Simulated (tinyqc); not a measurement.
## Retention against time

Retention: filled traps are spread evenly in depth from E1 to E2, and each empties at the rate nu exp(-E/kB T). The share left is the mean of exp(-nu t exp(-E/kB T)) = [kB T/(E2 - E1)] [E1x(nu t exp(-E2/kB T)) - E1x(nu t exp(-E1/kB T))], E1x the exponential integral; traps shallower than about Ed = kB T ln(nu t) are empty.

Values chosen for this exercise:
- T = 300 K (storage temperature)
- E1 = 1.03 eV (shallowest trap depth)
- E2 = 1.89 eV (deepest trap depth)
- nu = 1e13 1/s (attempt frequency)

Constants: q = 1.602176634e-19 C, kB = 1.380649e-23 J/K, Vt = kB T/q. Results are converted to the units shown.

Results:

| t (s) | Ed (eV) | share left |
|---|---|---|
| 1 | 0.7738 | 1.000 |
| 100 | 0.8929 | 0.9999 |
| 1e5 | 1.071 | 0.9344 |
| 1e6 | 1.131 | 0.8652 |
| 1e7 | 1.191 | 0.7960 |
| 1e8 | 1.250 | 0.7268 |
| 1e9 | 1.310 | 0.6576 |

Estimate the missing row, t = 10000 s.

Computed row:

| t (s) | Ed (eV) | share left |
|---|---|---|
| 10000 | 1.012 | 0.9867 |

With this row back in the table: The share left falls from 1.00 to 0.658. Ed moves by 0.0595 eV a decade and reaches E1 at t = 20100 s; from then on the loss is linear in log t, 6.92 % a decade, until Ed comes within a few kB T of E2, which it reaches at 5.63e18 s.

Computed by the program tinyqc: `OMP_NUM_THREADS=1 python tinyqc.py 2130066 2130067 out.jsonl`, one thread of a shared Intel Xeon 2.30GHz, about 0.08 s for the whole run.
